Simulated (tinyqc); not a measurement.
## Delay unit and parasitic delay from two ring oscillators

Question. A ring of 51 inverters oscillates at 1/(2 x 51 d), with stage delay d = tau (h + p) for fan-out h. Find tau, p and the delay at fan-out 4.

frequencies of 51-stage ring oscillators with fan-out 2 and 4 (GHz): [0.45976212, 0.29227137]

Answer. d is a straight line in h with slope tau and intercept tau p.

tau = 6.110 ps
p = 1.490
delay at fan-out 4 = 33.54 ps

Program tinyqc, `OMP_NUM_THREADS=1 python tinyqc.py 2082140 2082141 out.jsonl`; Intel Xeon 2.30GHz, shared host, one thread, about 0.01 s.
